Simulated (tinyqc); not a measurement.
Shallow acceptor in the spherical model (Baldereschi-Lipari), strong spin-orbit limit. From 1S(3/2) binding energy back to dielectric constant eps. Computed by tinyqc, a small Python program. Command: `OMP_NUM_THREADS=1 python tinyqc.py 3021946 3021947 out.jsonl acceptor inv`. One thread of a shared host (Intel(R) Xeon(R) Processor @ 2.30GHz), about 0.05 s of CPU time with the checks.

The 1S(3/2) state has an s envelope f(r) and a d envelope g(r). In effective units they obey -(f'' + 2f'/r + 2f/r) + mu (g'' + 5g'/r + 3g/r^2) = E f and -(g'' + 2g'/r - 6g/r^2 + 2g/r) + mu (f'' - f'/r) = E g. The cubic term, the split-off band and the central cell are left out.

Inputs (values chosen for the exercise, for a model semiconductor): Luttinger gamma_1 = 6.5; Luttinger gamma_2 = 0.812; Luttinger gamma_3 = 2.43.

Constants: Ry = 13.605693123 eV; a_0 = 0.529177210903 angstrom.

Method:
- Ry* = Ry/(gamma_1 eps^2), a* = a_0 eps gamma_1, mu = (6 gamma_3 + 4 gamma_2)/(5 gamma_1), delta = (gamma_3 - gamma_2)/gamma_1; spherical masses 1/(gamma_1 (1 - mu)) (heavy) and 1/(gamma_1 (1 + mu)) (light).
- Basis: f_i = exp(-zeta_i r), g_i = r exp(-zeta_i r), weight r^2 dr, s = zeta_i + zeta_j. S_ff = 2/s^3, H_ff = zeta_i zeta_j S_ff - 2/s^2; S_gg = 24/s^5, H_gg = 8/s^3 + 24 zeta_i zeta_j/s^5 - 12/s^4; H(f_i, g_j) = mu (6 zeta_i^2/s^4 + 2 zeta_i/s^3); S_fg = 0. Each function is normalised by sqrt(S_ii).
- Large basis: zeta_i = 0.08 x 1.55^(i-1), i = 1..20 in each channel; overlap eigenvalues below 1e-11 are dropped.
- Binding energies are -E Ry*; the mass that fits is E(1S) eps^2/Ry.

Task: A run gave the result below. Find the dielectric constant eps, known to lie between 3.6 and 9.1.

1S(3/2) binding energy = 72.13459 meV

Result:

Each step takes the trial c = (a f_b - b f_a)/(f_b - f_a), f being the result less the target and a, b, c the logarithms of the listed values; c replaces end b, the old b replaces a if the sign of f changed, and otherwise f_a is halved.

Scan of the range:

| dielectric constant eps | 1S(3/2) binding energy (meV) |
|---|---|
| 3.60 | 223.726 |
| 4.20 | 164.370 |
| 4.90 | 120.762 |
| 5.72 | 88.620 |
| 6.68 | 64.978 |
| 7.80 | 47.658 |
| 9.10 | 35.014 |

False position (Illinois rule, in the logarithm of the input) inside the bracket:

| step | end a | end b | trial | 1S(3/2) binding energy (meV) |
|---|---|---|---|---|
| 1 | 5.72000 | 6.68000 | 6.37354 | 71.3775 |
| 2 | 5.72000 | 6.37354 | 6.31579 | 72.6886 |
| 3 | 6.37354 | 6.31579 | 6.34013 | 72.1317 |
| 4 | 6.31579 | 6.34013 | 6.34000 | 72.1346 |
| 5 | 6.31579 | 6.34000 | 6.34000 | 72.1346 |
| 6 | 6.34000 | 6.34000 | 6.34000 | 72.1346 |

1S(3/2) binding energy falls at every point of a 13-point scan of the range (every second point is shown), so one value fits; it is bracketed by 5.72 and 6.68. The scan shows a pure power law with exponent -2.000, so scaling from any one row also gives the answer directly. Answer: dielectric constant eps = 6.340.

Caution: gamma_3 and gamma_2 differ by more than 0.17 gamma_1: band warping, left out here, adds several per cent to the binding.
